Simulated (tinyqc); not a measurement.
Quantum against classical capture: non-radiative capture by multiphonon emission, one effective mode. Computed by tinyqc, a small Python program. Command: `OMP_NUM_THREADS=1 python tinyqc.py 3011814 3011815 out.jsonl capture walk`. One thread of a shared host (Intel(R) Xeon(R) Processor @ 2.30GHz), about 0.02 s of CPU time with the checks.

The initial state (free carrier plus empty centre) lies dE above the final state; both have the same frequency and are displaced by dQ.

Inputs (values chosen for the exercise, for a model semiconductor):
```
quantity,value,unit
energy released dE,2.13,eV
phonon energy hbar omega,126,meV
Huang-Rhys factor S,8.85,-
electron-phonon coupling W,0.0034,eV/(u^(1/2) angstrom)
cell volume V,2460,angstrom^3
degeneracy g,4,-
broadening b,82,meV
temperature T,300,K
```

Centre: neutral.

Constants: hbar^2/u = 4.18015928e-03 eV angstrom^2; k_B = 8.617333262e-05 eV/K; hbar = 6.582119569e-16 eV s.

Method:
- dQ = sqrt(2 S (hbar^2/u)/hbar omega); relaxation energy lambda = S hbar omega; phonons needed P = dE/hbar omega; classical barrier E_b = (dE - lambda)^2/(4 lambda); occupation n = 1/(exp(hbar omega/k_B T) - 1).
- M_p = sum_m w_m <m_i|Q|(m + p)_f>^2 with Q counted from the final minimum and Boltzmann weights w_m for m = 0..24; <m_i|Q|k_f> = sqrt((hbar^2/u)/(2 hbar omega)) [sqrt(k) <m|k-1> + sqrt(k+1) <m|k+1>], with overlaps of oscillators displaced by d = sqrt(2 S) summed on 1500 points from -16 to 16 + d.
- The delta function is a Gaussian of standard deviation b at dE - p hbar omega.
- C_0 = V (2 pi/hbar) g W^2 sum_p M_p Gaussian_p. Here the sum runs over all p.
- Classical (Marcus) form: replace the sum by Q_c^2 exp(-E_b/k_B T)/sqrt(4 pi lambda k_B T), Q_c = dQ (dE + lambda)/(2 lambda).
- For a neutral centre the Sommerfeld factor is 1.
- The last column is -k_B d ln C_0/d(1/T) from this row and the one above.

dQ = 0.766298 u^(1/2) angstrom

lambda = 1.1151 eV

classical barrier E_b = 0.230926 eV

Against temperature:
```
T (K),"C_0, quantum (cm^3/s)","C_0, classical (cm^3/s)",Sommerfeld factor,activation energy (eV)
120,6.1370e-11,7.1012e-19,1,-
220,6.1641e-11,1.3431e-14,1,1.0005e-04
370,6.5492e-11,1.4449e-12,1,2.8338e-03
580,8.0157e-11,1.5889e-11,1,1.7794e-02
880,1.1266e-10,6.2319e-11,1,4.9911e-02
1300,1.6365e-10,1.3714e-10,1,8.7629e-02
1500,1.8617e-10,1.6806e-10,1,1.0832e-01
```

What follows from these numbers?

At 120 K the quantum value is 8.6e7 times the classical one: C_0 comes from tunnelling out of the lowest level and hardly depends on T. At 1500 K the ratio is 1.1. The largest apparent activation energy is 0.108 eV against the classical barrier of 0.231 eV, so an Arrhenius fit understates the barrier, through tunnelling and the broadening b at low T and the T^(-1/2) prefactor at high T.

Extremes, crossings and ranges named in words are read from the listed rows.
